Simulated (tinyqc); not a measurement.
# Fully depleted semiconductor-on-insulator film with two gates, non-linear Poisson equation by Newton steps: effects of single changes

One dimension across the film, front interface at x = 0, back interface at x = ts. psi is counted from the intrinsic level, n = ni exp(psi/Vt) (source grounded), holes neglected, acceptors ionised. Gates act through Cox = eps0 eox/tox and Cbox = 3.9 eps0/tb with potentials G1 = Vg - (phiM - chi - Vt ln(Nc/ni)) and G2 = Vb - (phiB - chi - Vt ln(Nc/ni)). Classical Boltzmann densities, no interface charge, no depletion in the back plane.

Values chosen for this exercise; band and dielectric values close to those of In0.53Ga0.47As:
- T = 300 K (temperature)
- Eg = 0.731 eV (band gap)
- eps_r = 13.9 (relative permittivity)
- Nc = 2.09e17 cm^-3 (conduction-band density of states at T)
- Nv = 7.83e18 cm^-3 (valence-band density of states at T)
- chi = 4.43 eV (electron affinity)
- eox = 3.9 (relative permittivity of the gate insulator (close to silicon dioxide))
- tox = 0.92 nm (insulator thickness)
- ts = 19 nm (film thickness)
- tb = 14 nm (buried-oxide thickness (eps_r 3.9))
- Na = 1e15 cm^-3 (acceptor density of the film)
- phiM = 4.7 eV (work function of the front gate)
- phiB = 5.11 eV (work function of the back plane)
- Vb = -1.4 V (back-gate voltage)

Constants: q = 1.602176634e-19 C, kB = 1.380649e-23 J/K, Vt = kB T/q, eps0 = 8.8541878128e-14 F/cm where lengths are in cm. Results are converted to the units shown.

Each table varies one quantity; the others keep the values above.

## Charge against front-gate voltage

ni = sqrt(Nc Nv) exp(-Eg/(2 Vt)), Eg in volts. The Poisson equation eps0 eps_r d2psi/dx2 = q (n + Na), with -eps0 eps_r dpsi/dx = Cox (G1 - psi) at x = 0 and eps0 eps_r dpsi/dx = Cbox (G2 - psi) at x = ts, is solved on 300 equal intervals with half boxes at both ends; N_inv is the trapezoid sum of n. Swing = ln 10/(d ln N_inv/dVg); the last column is (dN_inv/dVb)/(dN_inv/dVg).

Charge against front-gate voltage:
```
Vg (V)	psi front (V)	psi back (V)	N_inv (cm^-2)	centroid/ts	swing (mV/decade)	q dN_inv/dVg over Cox	back/front leverage
0.02	-0.0145	-0.496	5.38e4	0.0536	63.3	8.36e-8	0.0633
0.17	0.129	-0.393	1.26e7	0.0495	63.2	1.97e-5	0.0621
0.32	0.272	-0.289	2.98e9	0.0460	63.5	0.00461	0.0611
0.47	0.400	-0.199	3.73e11	0.0418	104	0.353	0.0595
0.62	0.458	-0.169	2.48e12	0.0344	325	0.749	0.0563
0.77	0.486	-0.161	5.32e12	0.0287	615	0.851	0.0541
0.92	0.505	-0.157	8.40e12	0.0246	923	0.895	0.0529
1.07	0.518	-0.155	1.16e13	0.0216	1.24e3	0.919	0.0520
1.22	0.529	-0.154	1.48e13	0.0193	1.56e3	0.935	0.0515
```

N_inv passes 1e11 cm^-2 at Vg = 0.421 V. The swing starts at 63.3 mV a decade, against (1 + k) Vt ln 10 = 62.4 for a front channel with k = Cs Cbox/(Cox (Cs + Cbox)) = 0.0476, Cs = eps0 eps_r/ts; above threshold this column is no longer a subthreshold swing. The centroid falls from 0.0536 to 0.0193 of ts and the leverage of the back gate falls from 0.0633 to 0.0515. For Vg = 0.47, 0.62, 0.77, 0.92, 1.07, 1.22 the density at an interface exceeds 0.3 Nc, where Boltzmann statistics fail. In every row the classical centroid lies within 3 nm of an interface, where confinement, left out, would push it away.

## Threshold and coupling against the buried-oxide thickness

VT is the Vg for N_inv = 1e11 cm^-2; -dVT/dVb from the linearised equation. Limits with Cs = eps0 eps_r/ts: front channel Cs Cbox/(Cox (Cs + Cbox)), back channel Cbox (Cox + Cs)/(Cox Cs). Swing at N_inv = 1e8 cm^-2.

Threshold and coupling against the buried-oxide thickness:
```
tb (nm)	VT (V)	centroid/ts at VT	-dVT/dVb	front-channel limit	back-channel limit	swing (mV/decade)
16	0.409	0.0481	0.0557	0.0431	0.391	62.9
27	0.367	0.0729	0.0408	0.0285	0.232	62.1
45	0.334	0.113	0.0303	0.0183	0.139	61.5
73	0.310	0.170	0.0232	0.0117	0.0856	61.0
120	0.290	0.244	0.0174	0.00734	0.0521	60.7
200	0.275	0.315	0.0122	0.00448	0.0313	60.4
```

Read the table: what changes, and by how much?

As tb goes from 16 to 200, VT falls from 0.409 to 0.275 V, the centroid rises from 0.0481 to 0.315 of ts and -dVT/dVb falls from 0.0557 to 0.0122. The coupling covers 3.62 % of the way from the front-channel to the back-channel limit in the first row and 29.0 % in the last.

Numbers from tinyqc (`OMP_NUM_THREADS=1 python tinyqc.py 2190091 2190092 out.jsonl`; about 0.4 s on one thread of a shared Intel Xeon 2.30GHz).
